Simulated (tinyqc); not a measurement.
# Long-channel MOSFET, surface-potential model: what changes with what

n-channel transistor on a uniformly doped p-type body, gradual-channel approximation, constant mobility, Boltzmann statistics, full ionisation. Potentials are counted from the neutral body; V is the electron quasi-Fermi potential, Vsb at the source and Vsb + Vds at the drain. Charges are magnitudes per area.

Inputs (values chosen for the exercise); material values close to those of gallium arsenide: temperature T = 400 K; band gap Eg = 1.43 eV; relative permittivity of the semiconductor eps_r = 12.8; conduction-band density of states at T Nc = 6.84e17 cm^-3; valence-band density of states at T Nv = 1.38e19 cm^-3; acceptor density of the body Na = 1.4e16 cm^-3; relative permittivity of the gate insulator eox = 22.5; insulator thickness tox = 20 nm; flat-band voltage Vfb = -1.28 V; channel mobility mu = 380 cm^2/(V s); gate width W = 2 um; gate length L = 5 um; source-body reverse bias Vsb = 0.5 V; gate-source voltage Vgs = 1.24 V; drain-source voltage Vds = 0.2 V.

Constants: q = 1.602176634e-19 C, kB = 1.380649e-23 J/K, Vt = kB T/q, eps0 = 8.8541878128e-14 F/cm where lengths are in cm. Results are converted to the units shown.

Each table varies one quantity; the others keep the values above.

## Transfer curve from weak to strong inversion

ni = sqrt(Nc Nv) exp(-Eg/(2 Vt)), Eg in volts; phiF = Vt ln(Na/ni); Cox = eps0 eox/tox; gamma = sqrt(2 q eps0 eps_r Na)/Cox. The surface potential psi at channel potential V solves Vgs + Vsb - Vfb - psi = gamma sqrt(G), G = psi - Vt + Vt exp((psi - 2 phiF - V)/Vt). Charge sheet: Qi = Cox gamma [sqrt(G) - sqrt(psi - Vt)]; I = mu (W/L) [integral of Qi dpsi from psi_0 to psi_L (drift) + Vt (Qi0 - QiL) (diffusion)], with psi_0 at V = Vsb and psi_L at V = Vsb + Vds. Pao-Sah: Qi(V) = (Cox gamma/2) integral from 3 Vt to psi of exp((u - 2 phiF - V)/Vt)/sqrt(G(u, V)) du, and I = mu (W/L) integral of Qi dV from Vsb to Vsb + Vds. Square law: VT = Vfb + 2 phiF + gamma sqrt(2 phiF + Vsb), m = 1 + gamma/(2 sqrt(2 phiF + Vsb)), I = mu Cox (W/L) [(Vgs - VT) v - m v^2/2] with v the smaller of Vds and (Vgs - VT)/m, and zero below VT. gm = dI/dVgs of the charge-sheet current.

Transfer curve from weak to strong inversion:

| Vgs (V) | I, charge sheet (uA) | I, Pao-Sah (uA) | drift share (%) | gm/I (1/V) | I, square law (uA) |
|---|---|---|---|---|---|
| -0.33 | 2.181e-5 | 2.211e-5 | 0.005916 | 27.77 | 0 |
| -0.21 | 6.123e-4 | 6.201e-4 | 0.1657 | 27.77 | 0 |
| -0.08 | 0.02129 | 0.02173 | 5.205 | 25.98 | 0.2013 |
| 0.04 | 0.2935 | 0.3129 | 34.62 | 16.97 | 2.185 |
| 0.17 | 1.531 | 1.670 | 64.03 | 9.269 | 6.039 |
| 0.29 | 3.629 | 3.946 | 78.97 | 5.541 | 9.673 |
| 0.42 | 6.474 | 6.957 | 86.67 | 3.601 | 13.61 |
| 0.54 | 9.379 | 9.975 | 90.28 | 2.663 | 17.24 |
| 0.67 | 12.70 | 13.39 | 92.57 | 2.055 | 21.18 |

The charge-sheet current rises from 2.18e-5 to 12.7 uA. In the first row gm/I is 27.8 1/V, a swing of 82.9 mV a decade, against Vt ln 10 = 79.4 mV a decade for an ideal gate; in the last it is 2.05 1/V. Drift passes half of the current at Vgs = 0.17 V among the rows listed (VT = -0.132 V). The charge sheet departs most from Pao-Sah at Vgs = 0.17 V, where it is 8.3 % below it. In the last row the square law is 58 % above Pao-Sah. For Vgs = 0.04 to 0.67 V the surface electron density at the source passes 0.3 Nc, where degeneracy and quantisation, left out here, matter.

## Effect of the insulator thickness

VT = Vfb + 2 phiF + gamma sqrt(2 phiF + Vsb), m = 1 + gamma/(2 sqrt(2 phiF + Vsb)). The swing is 20 mV/log10[I(VT - 0.14 V)/I(VT - 0.16 V)] of the charge-sheet current at the given Vds.

Results:

| tox (nm) | gamma (V^0.5) | VT (V) | m | swing (mV/decade) | I at Vgs, Vds (uA) |
|---|---|---|---|---|---|
| 6.7 | 0.02398 | -0.1917 | 1.010 | 81.21 | 83.67 |
| 9 | 0.03221 | -0.1814 | 1.013 | 81.49 | 62.84 |
| 12 | 0.04295 | -0.1680 | 1.017 | 81.86 | 47.37 |
| 16 | 0.05727 | -0.1502 | 1.023 | 82.36 | 35.53 |
| 30 | 0.1074 | -0.08762 | 1.043 | 84.08 | 18.48 |
| 40 | 0.1432 | -0.04294 | 1.057 | 85.31 | 13.45 |

Estimate the missing row, tox = 22 nm.

Computed row:

| tox (nm) | gamma (V^0.5) | VT (V) | m | swing (mV/decade) | I at Vgs, Vds (uA) |
|---|---|---|---|---|---|
| 22 | 0.07874 | -0.1234 | 1.032 | 83.09 | 25.65 |

With this row back in the table: As tox goes from 6.7 to 40 nm, VT rises from -0.192 to -0.0429 V, the swing rises from 81.2 to 85.3 mV a decade and the current falls from 83.7 to 13.4 uA. The swing is 1.3 % above m Vt ln 10 in the first row and 1.7 % above it in the last. In every row the surface electron density at the source passes 0.3 Nc, where degeneracy and quantisation, left out here, matter.

Program tinyqc, `OMP_NUM_THREADS=1 python tinyqc.py 2360024 2360025 out.jsonl`; Intel Xeon 2.30GHz, shared host, one thread, about 0.04 s.
